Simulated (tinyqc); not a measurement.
# Changing the later thermal budget (Dt)2

Model: out-diffusion of a doped substrate or buried layer into a growing epitaxial film. Computed by tinyqc, a small Python program. Command: `OMP_NUM_THREADS=1 python tinyqc.py 3013213 3013214 out.jsonl buried sweep`. One thread of a shared host (Intel(R) Xeon(R) Processor @ 2.30GHz), about 0.01 s of CPU time with the checks.

x is counted from the original substrate surface into the film, whose surface moves as x = v t. Substrate dopant has one diffusivity; the dopant of the film is taken as uniform.

Inputs (values chosen for the exercise, modelled on antimony in silicon):
```
quantity                                            value    unit
prefactor D0                                         3.92  cm^2/s
activation energy E                                  3.89      eV
substrate concentration C_s                       2.3e+18  1/cm^3
film doping C_e                                   2.3e+15  1/cm^3
growth rate v                                       0.068  um/min
film thickness d                                      2.4      um
growth temperature T                                 1000       C
autodoping level at the start, as a share of C_s   0.0003       -
decay length of autodoping                           0.77      um
```

Film doping: same type as the substrate.

Constants: k_B = 8.617333262e-05 eV/K.

Method:
- D = D0 exp(-E/(k_B T)); growth time t = d/v; l = 2 sqrt(D t); growth number G = v t/l = d/l; 1 um = 1e-4 cm.
- Temperatures in kelvin are T(C) + 273.15.
- After growth and the later budget: l2 = 2 sqrt(D t + (Dt)2); C(x) = (C_s/2) erfc(x/l2) + share x C_s exp(-x/decay length) for x > 0 (autodoping taken as unchanged by the later budget). The transition x_t solves C(x) = C_e, where the total doping is twice the intended value.
- Usable film = d - x_t. Also give x_t for the erfc term alone, after growth and after the later budget.

One run for each value; columns: (1) later thermal budget (Dt)2 (cm^2); (2) x_t after the later budget, erfc alone (um); (3) x_t with autodoping (um); (4) usable film (um):
```
(1)         (2)    (3)        (4)
1.00e-13  0.081  0.083  2.317e+00
4.00e-13  0.084  0.087  2.313e+00
1.00e-12  0.091  0.093  2.307e+00
5.00e-12  0.126  0.130  2.270e+00
2.00e-11  0.211  0.216  2.184e+00
6.00e-11  0.348  0.355  2.045e+00
2.00e-10  0.623  0.632  1.768e+00
8.00e-10  1.239  1.246  1.154e+00
3.00e-09  2.395  2.398  1.909e-03
```

Over the rows, x_t after the later budget, erfc alone (um) rises from 0.0808 to 2.40 (exponent d ln y / d ln x 0.030 between the first rows and 0.50 between the last); x_t with autodoping (um) rises from 0.0832 to 2.40 (exponent d ln y / d ln x 0.030 between the first rows and 0.50 between the last); usable film (um) falls from 2.32 to 0.00191 (exponent d ln y / d ln x -0.0011 between the first rows and -4.8 between the last). At the high end the exponent of x_t after the later budget, erfc alone is 0.50, close to 0.50: the later budget dominates. At the low end the exponent of x_t after the later budget, erfc alone is 0.03, close to 0: the growth dominates.

Caution (rows 3.00e-9): the transition comes within a diffusion length of the surface, so the surface matters and the simple erfc is rough.
